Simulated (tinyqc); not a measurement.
# Surface Green function of a chain with one s and one p orbital a site, Sancho-Rubio decimation: densities of states against energy

A semi-infinite lead of cells 0, 1, 2, ... with H0 inside a cell and H1 = <cell i|H|cell i + 1>. H1 = [[-vss, vsp], [-vsp, vpp]]. z = E + i eta.

Start with e_s = e = H0, a = H1, b = H1^dagger. Each round: g = (z - e)^(-1); e_s <- e_s + a g b; e <- e + a g b + b g a; a <- a g a; b <- b g b (all with the old a, b). Round k joins cells 2^k apart. Stop when the largest entry of the matrices a and b is below 1e-12 eV; g_s = (z - e_s)^(-1), bulk (z - e)^(-1), density of states -Im Tr/pi. Here eta = 0.01 eV. Open modes are the crossings of E with the bands of H0 + H1 exp(ik) + H1^dagger exp(-ik) for 0 < k < pi.

H0 (eV):
```
	s	p
s	-0.94	0
p	0	0.64
```

H1 (eV):
```
	s	p
s	-2.8	2.75
p	-2.75	2.86
```

Densities of states against energy:
```
E (eV)	open modes	rounds	surface (1/eV)	bulk (1/eV)
-7.19	0	5	0.001098	0.002576
-5.9	1	12	0.4138	0.4149
-4.61	0	5	0.001891	0.004912
-3.32	0	5	6.227e-4	6.559e-4
-2.03	0	4	0.001039	3.006e-4
-0.74	0	5	0.009329	2.157e-4
0.55	0	5	0.006327	2.199e-4
1.84	0	4	9.379e-4	3.203e-4
3.13	0	5	6.373e-4	7.632e-4
4.42	0	5	0.003114	0.01225
5.71	1	12	0.3485	0.3643
7	0	5	0.001003	0.002451
```

The bands of the infinite lead run over -6.54 to -5.08, 4.66 to 6.36 eV. The rounds lie between 4 and 12, 4.8 on average outside the bands and 12.0 inside. The surface density of states is largest at E = -5.9 eV among the rows (0.414 1/eV, bulk 0.415).

Numbers from tinyqc (`OMP_NUM_THREADS=1 python tinyqc.py 2680105 2680106 out.jsonl`; about 0.02 s on one thread of a shared Intel Xeon 2.30GHz).
